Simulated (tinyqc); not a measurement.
Gaussian against the exact two-step profile: two-step dopant diffusion (predeposition and drive-in) with a constant diffusivity. Computed by tinyqc, a small Python program. Command: `OMP_NUM_THREADS=1 python tinyqc.py 3005844 3005845 out.jsonl dopdiff walk`. One thread of a shared host (Intel(R) Xeon(R) Processor @ 2.30GHz), about 0.04 s of CPU time with the checks.

Fick diffusion into a half space x > 0 whose background doping C_B is of the opposite type, so that a junction lies where C = C_B.

Inputs (values chosen for the exercise, modelled on phosphorus in silicon):
```
quantity,value,unit
prefactor D0,3.77,cm^2/s
activation energy E,3.72,eV
surface concentration C_s,1.3e+20,1/cm^3
background doping C_B,9.6e+14,1/cm^3
predeposition temperature T1,1025,C
predeposition time t1,60,min
drive-in temperature T2,1175,C
drive-in time t2,120,min
ramp rate,8,C/min
stand-by temperature,750,C
```

Furnace ramps of the drive-in: linear ramps.

Constants: k_B = 8.617333262e-05 eV/K.

Method:
- D = D0 exp(-E/(k_B T)).
- Temperatures in kelvin are T(C) + 273.15.
- Times in seconds are 60 times the minutes.
- One ramp between the stand-by temperature and T2 adds int D dT / rate (40-point Gauss-Legendre); the usual estimate counts it as an extra time k_B T2^2/(E rate) at T2. (Dt)2 = D2 t2 + two ramps, times in seconds.
- C = C_s erfc(x/(2 sqrt(D1 t1))); dose Q = 2 C_s sqrt(D1 t1/pi); the junction solves erfc(z) = C_B/C_s with x_j = 2 z sqrt(D1 t1).
- With a sealed surface and a thin source, C = Q/sqrt(pi (Dt)2) exp(-x^2/(4 (Dt)2)); x_j = 2 sqrt((Dt)2 ln(C(0)/C_B)); gradient at the junction |dC/dx| = C_B x_j/(2 (Dt)2).
- Exact two-step profile: C = (2 C_s/pi) int_0^alpha exp(-beta (1 + u^2))/(1 + u^2) du with alpha = sqrt(D1 t1/(Dt)2), beta = x^2/(4 (D1 t1 + (Dt)2)).
- The integral takes 48 Gauss-Legendre points; solve C(x) = C_B.
- Gaussian: C = Q/sqrt(pi (Dt)2) exp(-x^2/(4 (Dt)2)).
- Depths are fractions of the Gaussian x_j.

surface concentration C(0) (Gaussian) = 9.99169e+18 1/cm^3

junction depth x_j = 3.52841 um

drive-in budget (Dt)2 = 3.36466e-09 cm^2

product D1 t1 = 4.90425e-11 cm^2

exact junction depth = 3.54469 um

Profiles:
```
x/x_j,x (um),Gaussian (1/cm^3),exact (1/cm^3),ratio
0.0,0.0000,9.9917e+18,9.9436e+18,1.0048
0.2,0.7057,6.9015e+18,6.8927e+18,1.0013
0.4,1.4114,2.2744e+18,2.2958e+18,0.9906
0.6,2.1170,3.5759e+17,3.6746e+17,0.9731
0.8,2.8227,2.6824e+16,2.8264e+16,0.9490
1.0,3.5284,9.6000e+14,1.0449e+15,0.9188
1.2,4.2341,1.6392e+13,1.8567e+13,0.8829
```

What does the comparison show, and why?

With D1 t1/(Dt)2 = 0.015, the Gaussian is 0.48 % high at the surface and 8.1 % low at its own junction; the exact junction lies at 3.545 um, 0.46 % deeper. The dose is the same, but the real source already has a width, which is negligible here. Caution: C_s exceeds the intrinsic carrier density of silicon at the predeposition temperature (2e18 to 1e19 per cm^3), where real diffusivities rise with concentration and profiles turn box-like.
